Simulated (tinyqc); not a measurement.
From results back to parameters: electrons shared among three sets of ellipsoidal valleys. Five cases, with inputs chosen for the exercise.

Problem. With Boltzmann statistics n(Gamma)/n(L) = R exp(-dE/kB T), where R = N_2/N_1 does not depend on T. Two ratios were computed from hidden R and dE.

Constants: kB = 8.617333262e-05 eV/K.

Case 1.

Values chosen (out of a larger set: masses and offsets near those of Ge; mobilities are free inputs, held fixed; not measured data): Ta = 300 K; Tb = 450 K.

ratio at Ta = 8.35321e-05
ratio at Tb = 0.000521217

Case 2.

Values chosen (out of a larger set: masses and offsets near those of Ge; mobilities are free inputs, held fixed; not measured data): Ta = 300 K; Tb = 500 K.

ratio at Ta = 0.000273636
ratio at Tb = 0.00154803

Case 3.

Values chosen (out of a larger set: masses and offsets near those of Ge; mobilities are free inputs, held fixed; not measured data): Ta = 300 K; Tb = 450 K.

ratio at Ta = 6.16218e-05
ratio at Tb = 0.000410108

Case 4.

Values chosen (out of a larger set: masses and offsets near those of Ge; mobilities are free inputs, held fixed; not measured data): Ta = 300 K; Tb = 450 K.

ratio at Ta = 0.000170009
ratio at Tb = 0.000830312

Case 5.

Values chosen (out of a larger set: masses and offsets near those of Ge; mobilities are free inputs, held fixed; not measured data): Ta = 300 K; Tb = 450 K.

ratio at Ta = 0.000249847
ratio at Tb = 0.00105888

Find: dE; R.

Solution. dE = kB ln(ratio_b/ratio_a)/(1/Ta - 1/Tb); then R = ratio_a exp(dE/kB Ta).

Case 1.

dE = 0.142 eV
R = 0.0203

Case 2.

dE = 0.112 eV
R = 0.0208

Case 3.

dE = 0.147 eV
R = 0.0182

Case 4.

dE = 0.123 eV
R = 0.0198

Case 5.

dE = 0.112 eV
R = 0.0190

Computed by tinyqc, one run a case: `OMP_NUM_THREADS=1 python tinyqc.py N N+1 out.jsonl` with N = 1681545, 1681979, 1682299, 1682365, 1682460; one thread of a shared Intel(R) Xeon(R) Processor @ 2.30GHz, about 0.01 s a run at most.
